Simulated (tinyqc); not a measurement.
Geometry relaxation of a small cluster: one step, computed by the program tinyqc. Command: `OMP_NUM_THREADS=1 python tinyqc.py 3015198 3015199 out.jsonl relax walk`. One thread of a shared host (Intel(R) Xeon(R) Processor @ 2.30GHz), about 0.01 s of CPU time with the checks.

E = sum_(i<j) phi(r_ij), phi(r) = eps [exp(-2 alpha (r - r0)) - 2 exp(-alpha (r - r0))]; the force on i is -sum_j phi'(r_ij) (R_i - R_j)/r_ij.

Problem. Energy and forces at the start. Evaluate E and the forces at the starting positions.

Inputs (values chosen for the exercise, for model atoms): length r0 = 2.54 angstrom; well depth eps = 0.79 eV; stiffness alpha = 1.87 1/angstrom.

Potential: Morse. Method: conjugate gradient.

starting positions (angstrom):
```
           x     y     z
atom 1   0.2  0.08  0.21
atom 2  2.53  0.17  0.21
atom 3   1.4  2.35  0.03
```

Give: distances; energy at the start; forces.

Solution.

distances (angstrom): 1-2 2.332, 1-3 2.574, 2-3 2.462

energy at the start = -2.168 eV

forces (eV/angstrom):
```
             x       y       z
atom 1  -1.996   0.070  -0.012
atom 2   2.321  -0.395   0.039
atom 3  -0.326   0.324  -0.027
```
